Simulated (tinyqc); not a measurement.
RKS/LDA (PW92) in the sto-3g basis, for BeH2, spin multiplicity 1, step by step. One step of it, computed by the program tinyqc.

Task: Orthogonalisation. S = U s U^T; symmetric (Loewdin) form X = U s^(-1/2) U^T, so that X^T S X = 1.

overlap S:
```
           1Be 1s    1Be 2s   1Be 2px    1Be 2py   1Be 2pz     2H 1s      3H 1s
1Be 1s   1.000000  0.259517  0.000000   0.000000  0.000000  0.020120   0.020120
1Be 2s   0.259517  1.000000  0.000000   0.000000  0.000000  0.260472   0.260472
1Be 2px  0.000000  0.000000  1.000000   0.000000  0.000000  0.000000   0.000000
1Be 2py  0.000000  0.000000  0.000000   1.000000  0.000000  0.343247  -0.343247
1Be 2pz  0.000000  0.000000  0.000000   0.000000  1.000000  0.000000   0.000000
2H 1s    0.020120  0.260472  0.000000   0.343247  0.000000  1.000000   0.002910
3H 1s    0.020120  0.260472  0.000000  -0.343247  0.000000  0.002910   1.000000
```

Give: eigenvalues of S; X.

Result:

eigenvalues of S: 0.5131  0.5635  0.9742  1.0000  1.0000  1.4653  1.4840

X:
```
          1Be 1s   1Be 2s  1Be 2px  1Be 2py  1Be 2pz    2H 1s    3H 1s
1Be 1s    1.0280  -0.1443   0.0000   0.0000   0.0000   0.0182   0.0182
1Be 2s   -0.1443   1.0872   0.0000   0.0000   0.0000  -0.1468  -0.1468
1Be 2px   0.0000   0.0000   1.0000   0.0000   0.0000   0.0000   0.0000
1Be 2py   0.0000   0.0000   0.0000   1.1076   0.0000  -0.2033   0.2033
1Be 2pz   0.0000   0.0000   0.0000   0.0000   1.0000   0.0000   0.0000
2H 1s     0.0182  -0.1468   0.0000  -0.2033   0.0000   1.0828  -0.0265
3H 1s     0.0182  -0.1468   0.0000   0.2033   0.0000  -0.0265   1.0828
```
